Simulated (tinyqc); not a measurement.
Pump-down curve: gas flow in a process chamber: flow regimes, conductance, effective pumping speed, pump-down, outgassing and purge. Computed by tinyqc, a small Python program. Command: `OMP_NUM_THREADS=1 python tinyqc.py 3121033 3121034 out.jsonl pump walk`. One thread of a shared host (Intel(R) Xeon(R) Processor @ 2.30GHz), about 0.07 s of CPU time with the checks.

Ideal gas, isothermal flow, a pump of constant speed at the end of a round pipe; process gas, volume gas and outgassing are given the same properties. 1 sccm = 101325 Pa x 1e-6 m^3/60 s x T/273.15 K.

Inputs (values chosen for the exercise, modelled on hydrogen near room temperature):

| quantity | value | unit |
|---|---|---|
| molar mass M | 2.016 | g/mol |
| molecular diameter | 0.27 | nm |
| viscosity eta | 8.9 | micropascal s |
| temperature T | 293 | K |
| chamber volume V | 160 | L |
| wall area | 0.96 | m^2 |
| pipe diameter d | 6.3 | cm |
| pipe length l | 290 | cm |
| pump speed S | 140 | L/s |
| outgassing rate after 1 h | 5.1e-06 | Pa m^3/(s m^2) |
| outgassing exponent n | 0.95 | - |
| starting pressure p0 | 1300 | Pa |

Constants: k_B = 1.380649e-23 J/K; u = 1.6605390666e-27 kg.

Method:
- Mean speed c = sqrt(8 k_B T/(pi m)); aperture conductance C_a = c pi d^2/16; molecular pipe C_m = C_a/(1 + 3 l/(4 d)) (Dushman form); viscous pipe C_v = pi d^4 p_mean/(128 eta l); Knudsen interpolation C = C_v + C_m (1 + x)/(1 + 1.24 x), x = d p_mean sqrt(m/(k_B T))/eta.
- Effective speed 1/S_eff = 1/S + 1/C_m; time constant V/S_eff; pressure at which the free path k_B T/(sqrt2 pi d_m^2 p) equals d.
- Pump-down: V dp/dt = -S_eff(p) p + q(t) A, with S_eff = S p_2/p, where p_2 solves C((p + p_2)/2) (p - p_2) = S p_2 at each moment, and q(t) = q_1 (1 h/(t + 10 s))^n; integrated adaptively. At long times p = q(t) A/S_eff.
- S_eff(p) is tabulated at 260 pressures and interpolated in ln p. Comparison columns: p0 exp(-t/time constant) with the molecular S_eff (0 below 1e-26 p0), and the outgassing limit.

time constant = 5.30055 s

S_eff in molecular flow = 30.1855 L/s

Pressure against time:

| t (s) | p (Pa) | S_eff (L/s) | volume gas only (Pa) | outgassing limit (Pa) |
|---|---|---|---|---|
| 0.3 | 1.0020e+03 | 138.70 | 1.2285e+03 | 4.2299e-02 |
| 1 | 5.4733e+02 | 137.64 | 1.0765e+03 | 3.9738e-02 |
| 3 | 1.0255e+02 | 128.05 | 7.3815e+02 | 3.3907e-02 |
| 10 | 3.2274e+00 | 43.53 | 1.9706e+02 | 2.2519e-02 |
| 30 | 7.7600e-02 | 29.36 | 4.5282e+00 | 1.1657e-02 |
| 100 | 4.6987e-03 | 30.11 | 8.3285e-06 | 4.4587e-03 |
| 300 | 1.6959e-03 | 30.16 | 3.4183e-22 | 1.6662e-03 |
| 1000 | 5.4543e-04 | 30.18 | 0 | 5.4253e-04 |
| 3600 | 1.6201e-04 | 30.18 | 0 | 1.6177e-04 |
| 20000 | 3.1803e-05 | 30.18 | 0 | 3.1794e-05 |
| 100000 | 6.8947e-06 | 30.19 | 0 | 6.8943e-06 |

What follows from these numbers?

From t = 100 s on the pressure is within 20 % of the outgassing limit, which falls only as (t + 10 s)^-0.95: walls, not volume, set the time to base pressure. Early on viscous flow raises S_eff to 139 L/s, 4.6 times its molecular value.
